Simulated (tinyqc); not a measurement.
Bandgap voltage reference from two bipolar transistors: one step of the calculation.

Two transistors of area 1 and N carry the same current I. Is(T) = Is (T/T0)^eta exp[(Vg0 q/kB)(1/T0 - 1/T)], VBE1 = Vt ln(I/Is(T)) + I rb, VBE2 = Vt ln(I/(N Is(T))) + I rb/N. The amplifier forces I R1(T) = VBE1 - VBE2 + Vos, with R(T) = R (1 + tc (T - T0)) for both resistors, and the output is Vref = VBE1 + I R2(T). Base currents and the Early effect are neglected.

Task. Resistor for zero slope at T0, ideal case. With tc = 0, Vos = 0 and rb = 0 the current is proportional to T, dVBE/dT = (VBE - Vg0 - (eta - 1) Vt)/T, and Vref has zero slope at T0 when Vref = Vg0 + (eta - 1) Vt0. Find VBE1, its slope, that Vref, R2/R1 and the curvature d2Vref/dT2 = -(eta - 1) kB/(q T0).

Inputs (values chosen for the exercise); values of the order met in silicon bipolar transistors:
```
symbol,value,unit,meaning
T0,323,K,reference temperature
Vg0,1.181,V,band-gap voltage extrapolated to 0 K
eta,4,,temperature exponent of the saturation current
Is,1.1e-17,A,saturation current of the unit transistor at T0
N,10,,area ratio of the second transistor
R1,2.3,kohm,"resistor across which the difference of VBE falls, at T0"
```

Constants: q = 1.602176634e-19 C, kB = 1.380649e-23 J/K. Results are converted to the units shown.

Wanted: VBE1; dVBE/dT; Vref; R2/R1; curvature.

Result.

VBE1 = 0.7950 V
dVBE/dT = -1.454 mV/K
Vref = 1.265 V
R2/R1 = 7.326
curvature = -0.8004 uV/K^2

tinyqc, about 0.02 s, one thread, Intel Xeon 2.30GHz (shared host): `OMP_NUM_THREADS=1 python tinyqc.py 2062205 2062206 out.jsonl`
